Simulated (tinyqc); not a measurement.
Hubbard chain of 5 sites, step by step. Computed by tinyqc, a small Python program that keeps every step. Settings: hopping = 0.52, U = 6.4, mixing = 0.2, iteration cap = 56. Command: `OMP_NUM_THREADS=1 python tinyqc.py 24593 24594 out.jsonl` (the two numbers bound the seeds that draw the settings). One thread of a shared host (Intel(R) Xeon(R) Processor @ 2.60GHz), about 0.2 s of CPU time with the checks.

one-body matrix (hopping and site energies) (eV), lower triangle:
```
,1,2,3,4,5
1,0.00000
2,-0.52000,0.00000
3,0.00000,-0.52000,0.00000
4,0.00000,0.00000,-0.52000,0.00000
5,0.00000,0.00000,0.00000,-0.52000,0.00000
```

U = 6.40000 eV

electrons, up and down: 1  1

n(up) at the start (a guess, not normalised): 1 0.20000, 2 0.20000, 3 0.20000, 4 0.20000, 5 0.20000

n(down) at the start (a guess): 1 0.20000, 2 0.20000, 3 0.20000, 4 0.20000, 5 0.20000

Each step fills the lowest levels of T + U n(other spin) and sets n(new) = n + mixing (n(out) - n); stop when output and input agree to 1e-8.

Course of the cycle:
```
iteration,E (eV),largest |n(out) - n(in)|,mean |n_up - n_down|
1,-0.2013328,1.33e-01,0.00000
2,-0.3933155,4.38e-02,0.00000
3,-0.4187479,1.41e-02,0.00000
4,-0.4213623,6.39e-03,0.00000
5,-0.4217708,3.06e-03,0.00000
6,-0.4218635,1.51e-03,0.00000
7,-0.4218864,7.70e-04,0.00000
8,-0.4218921,3.87e-04,0.00000
9,-0.4218935,1.93e-04,0.00000
10,-0.4218939,9.66e-05,0.00000
11,-0.4218940,4.82e-05,0.00000
...,...,...,...
14,-0.4218940,6.01e-06,0.00000
15,-0.4218940,3.00e-06,0.00000
16,-0.4218940,1.50e-06,0.00000
17,-0.4218940,7.48e-07,0.00000
18,-0.4218940,3.74e-07,0.00000
19,-0.4218940,1.87e-07,0.00000
20,-0.4218940,9.32e-08,0.00000
21,-0.4218940,4.66e-08,0.00000
22,-0.4218940,2.33e-08,0.00000
23,-0.4218940,1.16e-08,0.00000
24,-0.4218940,5.80e-09,0.00000
```

Can the last value be used, and what does the course show?

No, though the log alone does not show it. Converged in 24 iterations. But random starts reach -1.34995 eV, so this is another stationary point, not the lowest one. Reruns (cap 100 unless said): mixing 0.5: not converged; mixing 0.9: not converged. Before convergence this energy mixes input and output and is not variational, so it may rise towards its limit.
